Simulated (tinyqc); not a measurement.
Threshold-voltage variability of a planar MOSFET, analytic estimates: one step of the calculation.

Three independent sources add in quadrature: random dopants in the depleted layer, metal-gate grains of two orientations, and roughness of the two gate edges acting through the roll-off VT = VT(long) - Vr exp(-L/l). These are first-order estimates: no three-dimensional electrostatics, no percolation.

Problem. Margin in standard deviations for the wanted yield. Cells fail independently with probability Q(k) = erfc(k/sqrt(2))/2 when the margin is k standard deviations, and Y = exp(-Nb Q(k)). phi = exp(-k^2/2)/sqrt(2 pi). Newton steps on ln Q(k) = ln(-ln(Y)/Nb): k(new) = k + [ln Q - ln(-ln(Y)/Nb)] Q/phi.

Inputs (values chosen for the exercise): number of cells Nb = 33554432; wanted yield Y = 0.91.

k at the start = 3

Find: Q(k); phi; k after iteration 1.

Solution.

Q(k) = 0.001350
phi = 0.004432
k after iteration 1 = 6.985

tinyqc, about 0.01 s, one thread, Intel Xeon 2.30GHz (shared host): `OMP_NUM_THREADS=1 python tinyqc.py 2090170 2090171 out.jsonl`
